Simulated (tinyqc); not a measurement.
Interface roughness in a thin film (subband fluctuation and scattering): one step. Sensitivity of the level to thickness. Three cases, with inputs chosen for the exercise.

Task: Give E1, G, the hard-wall values and the rms fluctuation G D.

Square well of width t, barriers V0, c = hbar^2/2m0: E1 solves k t + 2 atan[(k/mz)/(kappa/mb)] = pi, k = sqrt(mz E/c), kappa = sqrt(mb (V0 - E)/c). One interface is rough, so the subband edge fluctuates by G dt with G = |dE1/dt| (central difference of 0.01 angstrom; 2 E1/t for hard walls).

Constants: hbar^2/2m0 = 3.80998211 eV angstrom^2.

Give: E1; G = |dE1/dt|; hard walls: E1 (meV) and G (meV/angstrom); G D.

Case 1.

Values chosen (near those of a thin Si channel on (100), two-fold valleys; not measured data): t = 20 angstrom (film thickness); mz = 0.893 m0 (confinement mass); V0 = 2.94 eV (barrier); mb = 0.49 m0 (barrier mass); D = 1.2 angstrom (rms height of the roughness).

Result:

E1 = 88.59 meV
G = |dE1/dt| = 8.1136 meV/angstrom

hard walls: E1 (meV) and G (meV/angstrom): 105.272  10.527

G D = 9.74 meV

Hard walls overstate G by a factor 1.30, and the scattering rate, which goes as G^2, by 1.68.

Case 2.

Values chosen (near those of a thin InGaAs channel; not measured data): t = 50 angstrom (film thickness); mz = 0.046 m0 (confinement mass); V0 = 2.03 eV (barrier); mb = 0.25 m0 (barrier mass); D = 2.6 angstrom (rms height of the roughness).

Result:

E1 = 135.89 meV
G = |dE1/dt| = 3.6838 meV/angstrom

hard walls: E1 (meV) and G (meV/angstrom): 326.983  13.079

G D = 9.58 meV

Hard walls overstate G by a factor 3.55, and the scattering rate, which goes as G^2, by 12.61.

Case 3.

Values chosen (near those of a thin InGaAs channel; not measured data): t = 50 angstrom (film thickness); mz = 0.044 m0 (confinement mass); V0 = 1.94 eV (barrier); mb = 0.23 m0 (barrier mass); D = 1.5 angstrom (rms height of the roughness).

Result:

E1 = 139.61 meV
G = |dE1/dt| = 3.7573 meV/angstrom

hard walls: E1 (meV) and G (meV/angstrom): 341.846  13.674

G D = 5.64 meV

Hard walls overstate G by a factor 3.64, and the scattering rate, which goes as G^2, by 13.24.

Computed by tinyqc, one run a case: `OMP_NUM_THREADS=1 python tinyqc.py N N+1 out.jsonl` with N = 1282365, 1282668, 1282696; one thread of a shared Intel(R) Xeon(R) Processor @ 2.30GHz, about 0.01 s a run at most.
